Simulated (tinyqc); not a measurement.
Solubility, supersaturation, precipitation and gettering of an impurity in a silicon-like host: one step, computed by the program tinyqc.

The wafer was saturated at T1 and is then held at T.

Problem. Ham's law for sinks of fixed radius. tau0 = 1/(4 pi n r0 D); C_fixed(t) = C_eq + (C0 - C_eq) exp(-t/tau0). If all excess precipitates, the final radius is r_f = [r0^3 + 3 (C0 - C_eq)/(4 pi n C_p)]^(1/3), with tau_f = 1/(4 pi n r_f D).

Inputs (values chosen for the exercise, modelled on gold in silicon):
```
quantity                                   value    unit
temperature of saturation T1                1450       K
anneal temperature T                         798       K
sink density n                           4.4e+10  1/cm^3
initial sink radius r0                        11      nm
impurity density in the precipitate C_p  5.2e+22  1/cm^3
anneal time t                               3200       s
```

D(T) = 2.832567e-11 cm^2/s

C_eq(T) = 4.125672e+11 1/cm^3

C0 = 1.169271e+17 1/cm^3

Give: tau0; C_fixed(t); final radius r_f; tau_f.

Solution.

tau0 = 58045 s

C_fixed(t) = 1.1066e+17 1/cm^3

final radius r_f = 23.829 nm

tau_f = 26794 s

The sinks grow 2.2 times, so the fixed radius underrates the later rate. Caution: the barrier to homogeneous nucleation is below 35 k_B T for these inputs, so new precipitates would form and outnumber the fixed sinks assumed here.
